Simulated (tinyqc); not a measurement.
# Inputs raised by 5 %, one at a time

Model: estimate of lattice thermal conductivity from elastic moduli (Slack, Klemens and Cahill formulas). Computed by tinyqc, a small Python program. Command: `OMP_NUM_THREADS=1 python tinyqc.py 3028129 3028130 out.jsonl slack sens`. One thread of a shared host (Intel(R) Xeon(R) Processor @ 2.30GHz), about 0.01 s of CPU time with the checks.

An isotropic solid.

Inputs (values chosen for the exercise, for a model crystal): bulk modulus B = 30.8 GPa; shear modulus G = 17.7 GPa; volume per atom V = 8.56 angstrom^3; mean atomic mass M = 128 u; atoms per primitive cell n = 5; temperature T = 300 K; disorder parameter Gamma = 0.0016; grain size d = 990 nm.

Grueneisen parameter: from the Poisson ratio.

Constants: u = 1.6605390666e-27 kg; hbar = 1.054571817e-34 J s; k_B = 1.380649e-23 J/K; h = 6.62607015e-34 J s.

Method:
- rho = M/V; vL = sqrt((B + 4G/3)/rho), vT = sqrt(G/rho); v_m = [(vL^-3 + 2 vT^-3)/3]^(-1/3); Poisson ratio sigma = (3B - 2G)/(6B + 2G); Theta = hbar v_m (6 pi^2/V)^(1/3)/k_B.
- Empirical rule gamma = (3/2) (1 + sigma)/(2 - 3 sigma).
- Slack, an estimate for T near or above Theta_a: kappa = A M Theta_a^3 delta n^(1/3)/(gamma^2 T) in W/(m K), with M in u, delta = V^(1/3) in angstrom, Theta_a = Theta n^(-1/3) and A = 2.43e-6/(1 - 0.514/gamma + 0.228/gamma^2).
- High-temperature forms with the classical heat capacity. Klemens: kappa/kappa_0 = arctan(u)/u, u^2 = pi^2 Theta V Gamma kappa_0/(h v_m^2). Grains: 1/kappa_poly = 1/kappa + 1/(C v_m d/3), C = 3 k_B/(n V), the acoustic branches alone.
- Cahill minimum: kappa_min = (pi/6)^(1/3) k_B V^(-2/3) sum over L, T, T of v (T/Theta_i)^2 int_0^(Theta_i/T) x^3 e^x/(e^x - 1)^2 dx, Theta_i = Theta v_i/v_m (64 Gauss-Legendre points).
- Its high-temperature limit is (1/2) (pi/6)^(1/3) k_B V^(-2/3) (vL + 2 vT).

Runs; columns: (1) input moved; (2) from; (3) to; (4) Debye temperature Theta (K); (5) kappa of the perfect crystal (W/(m K)); (6) kappa of the polycrystal (W/(m K)); (7) kappa_min (W/(m K)):
```
(1)                                (2)      (3)     (4)     (5)     (6)      (7)
base run                             -        -  136.56  1.0167  1.0027  0.41561
bulk modulus B (GPa)              30.8    32.34  136.72  0.9518  0.9395  0.41820
shear modulus G (GPa)             17.7   18.585  139.77  1.1698  1.1517  0.42303
volume per atom V (angstrom^3)    8.56    8.988  137.68  1.0589  1.0435  0.41216
mean atomic mass M (u)             128    134.4  133.27  0.9922  0.9785  0.40586
temperature T (K)                  300      315  136.56  0.9683  0.9556  0.41614
disorder parameter Gamma        0.0016  0.00168  136.56  1.0167  1.0022  0.41561
grain size d (nm)                  990   1039.5  136.56  1.0167  1.0028  0.41561
```

Exponents ln(y'/y) / ln(x'/x):
```
input                     Debye temperature Theta  kappa of the perfect crystal  kappa of the polycrystal  kappa_min
bulk modulus B                              0.024                        -1.353                    -1.334      0.127
shear modulus G                             0.476                         2.875                     2.840      0.362
volume per atom V                           0.167                         0.833                     0.818     -0.171
mean atomic mass M                         -0.500                        -0.500                    -0.500     -0.487
temperature T                               0.000                        -1.000                    -0.987      0.026
disorder parameter Gamma                    0.000                         0.000                    -0.011      0.000
grain size d                                0.000                         0.000                     0.003      0.000
```

To which inputs is each result most sensitive?

Among the inputs moved here: Debye temperature Theta answers most in size to mean atomic mass M (exponent -0.500), next to shear modulus G (+0.476); its exponent is below 0.0005 for temperature T, disorder parameter Gamma, grain size d. Its exponent -0.500 in mean atomic mass M: velocities scale as rho^(-1/2). Kappa of the perfect crystal answers most in size to shear modulus G (exponent +2.875), next to bulk modulus B (-1.353); its exponent is below 0.0005 for disorder parameter Gamma, grain size d. Its exponent -0.500 in mean atomic mass M: M Theta^3 scales as M^(-1/2) at fixed moduli. Its exponent -1.000 in temperature T: the Slack formula goes as 1/T. kappa of the polycrystal answers most in size to shear modulus G (exponent +2.840), next to bulk modulus B (-1.334). Its exponent +0.003 in grain size d: grains are larger than the free path. kappa_min answers most in size to mean atomic mass M (exponent -0.487), next to shear modulus G (+0.362); its exponent is below 0.0005 for disorder parameter Gamma, grain size d.
